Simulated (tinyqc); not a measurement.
Capacitance measurement on a leaky thin oxide: effects of series resistance and leakage: one step of the calculation.

The device is a capacitance C in parallel with a leakage conductance G, in series with Rs and Ls. An impedance meter reports either a parallel pair (Cp, Gp) from Y = 1/Z = Gp + i w Cp or a series pair (Cs, Rm) from Z = Rm + 1/(i w Cs); w = 2 pi f, dissipation D = Gp/(w |Cp|).

Problem. True capacitance and conductance. EOT = 3.9 tox/eox; CET = EOT + zc + zp; C = 3.9 eps0 A/CET; G = Jg A/Vs.

Parameters, values chosen for the exercise; values of the order met in thin-oxide MOS capacitors:
- eox = 3.9 (relative permittivity of the gate insulator (close to silicon dioxide))
- tox = 2.5 nm (insulator thickness)
- A = 2500 um^2 (gate area)
- zc = 0.41 nm (oxide-equivalent thickness added by the accumulation layer)
- zp = 0 nm (oxide-equivalent thickness added by gate depletion)
- Jg = 13 A/cm^2 (gate leakage current density, not matched to the thickness)
- Vs = 0.43 V (voltage for an e-fold rise of the leakage)

Constants: eps0 = 8.8541878128e-14 F/cm where lengths are in cm. Results are converted to the units shown.

Find: EOT; CET; C; G.

Solution.

EOT = 2.5000 nm
CET = 2.9100 nm
C = 29.666 pF
G = 755.81 uS

Program tinyqc, `OMP_NUM_THREADS=1 python tinyqc.py 2022037 2022038 out.jsonl`; Intel Xeon 2.30GHz, shared host, one thread, about 0.01 s.
